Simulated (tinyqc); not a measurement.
Metal gate on a two-layer dielectric stack with fixed charge and a dipole: one step of the calculation.

Gate, layer 2, layer 1, p-type semiconductor; x runs from the gate inwards. Charges are counted in units of +q. psi is the band bending at the surface, positive towards inversion. Classical charge, Boltzmann statistics, no interface traps.

Task. Equivalent thickness and work-function difference. EOT = 3.9 (t1/e1 + t2/e2), Cox = eps0/(t1/e1 + t2/e2); phi_ms = pM - (chi + Eg - Vt ln(Nv/Na)).

Values chosen for this exercise; band and dielectric values close to those of germanium, layer 1 close to silicon dioxide, layer 2 close to aluminium oxide:
- T = 300 K (temperature)
- Eg = 0.661 eV (band gap)
- Nv = 6.1e18 cm^-3 (valence-band density of states at T)
- chi = 4.05 eV (electron affinity)
- Na = 8.6e16 cm^-3 (acceptor density)
- pM = 4.12 eV (work function of the gate metal)
- t1 = 1.2 nm (thickness of layer 1, next to the semiconductor)
- e1 = 3.88 (relative permittivity of layer 1)
- t2 = 2 nm (thickness of layer 2, next to the gate)
- e2 = 9.27 (relative permittivity of layer 2)

Constants: q = 1.602176634e-19 C, kB = 1.380649e-23 J/K, Vt = kB T/q, eps0 = 8.8541878128e-14 F/cm where lengths are in cm. Results are converted to the units shown.

Give: EOT; Cox; share of layer 1 in the EOT; phi_ms.

Result.

EOT = 2.048 nm
Cox = 1.686 uF/cm^2
share of layer 1 in the EOT = 58.91 %
phi_ms = -0.4808 V

Numbers from tinyqc (`OMP_NUM_THREADS=1 python tinyqc.py 2010021 2010022 out.jsonl`; about 0.01 s on one thread of a shared Intel Xeon 2.30GHz).
